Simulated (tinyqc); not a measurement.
CCD on RHF in the sto-6g basis, for H4, spin multiplicity 1, step by step. One step of it, computed by the program tinyqc.

Task: Orthogonalisation. S = U s U^T; symmetric (Loewdin) form X = U s^(-1/2) U^T, so that X^T S X = 1.

overlap S:
```
,1H 1s,2H 1s,3H 1s,4H 1s
1H 1s,1.000000,0.648630,0.485640,0.353597
2H 1s,0.648630,1.000000,0.353597,0.485640
3H 1s,0.485640,0.353597,1.000000,0.648630
4H 1s,0.353597,0.485640,0.648630,1.000000
```

Give: eigenvalues of S; X.

Result:

eigenvalues of S: 0.2193  0.4834  0.8094  2.4879

X:
```
,1H 1s,2H 1s,3H 1s,4H 1s
1H 1s,1.3298,-0.4570,-0.2936,0.0549
2H 1s,-0.4570,1.3298,0.0549,-0.2936
3H 1s,-0.2936,0.0549,1.3298,-0.4570
4H 1s,0.0549,-0.2936,-0.4570,1.3298
```
